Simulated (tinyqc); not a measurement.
Fully depleted semiconductor-on-insulator film with two gates, non-linear Poisson equation by Newton steps: one step of the calculation.

One dimension across the film, front interface at x = 0, back interface at x = ts. psi is counted from the intrinsic level, n = ni exp(psi/Vt) (source grounded), holes neglected, acceptors ionised. Gates act through Cox = eps0 eox/tox and Cbox = 3.9 eps0/tb with potentials G1 = Vg - (phiM - chi - Vt ln(Nc/ni)) and G2 = Vb - (phiB - chi - Vt ln(Nc/ni)). Classical Boltzmann densities, no interface charge, no depletion in the back plane.

Question. Electron sheet density, centroid and oxide fields. n_i = ni exp(psi_i/Vt); N_inv = sum w_i n_i with w = ts/11, halved at the ends; centroid sum w n x/N_inv; fields (G1 - psi_0)/tox and (G2 - psi_11)/tb.

Values chosen for this exercise; band and dielectric values those of a made-up semiconductor: temperature T = 400 K; insulator thickness tox = 1.2 nm; film thickness ts = 19 nm; buried-oxide thickness (eps_r 3.9) tb = 40 nm.

Constants: q = 1.602176634e-19 C, kB = 1.380649e-23 J/K, Vt = kB T/q. Results are converted to the units shown.

converged psi, node 0 to 11 (V): 0.66283325  0.61867373  0.59292945  0.57591339  0.56422665  0.55633800  0.55147139  0.54922948  0.54944724  0.55214026  0.55750931  0.56600470
ni = 6.8352709e10 cm^-3
G1 = 0.83497574 V
G2 = 1.3449757 V

Give: n; N_inv; centroid; field in the front oxide; field in the buried oxide.

Answer.

n, node 0 to 11 (cm^-3): 1.535e19  4.263e18  2.020e18  1.233e18  8.784e17  6.987e17  6.067e17  5.685e17  5.721e17  6.186e17  7.229e17  9.249e17
N_inv = 3.510e12 cm^-2
centroid = 4.173 nm
field in the front oxide = 1.435 MV/cm
field in the buried oxide = 0.1947 MV/cm

The centroid lies at 0.22 of the film, near the front interface.

tinyqc, about 0.4 s, one thread, Intel Xeon 2.30GHz (shared host): `OMP_NUM_THREADS=1 python tinyqc.py 2190036 2190037 out.jsonl`
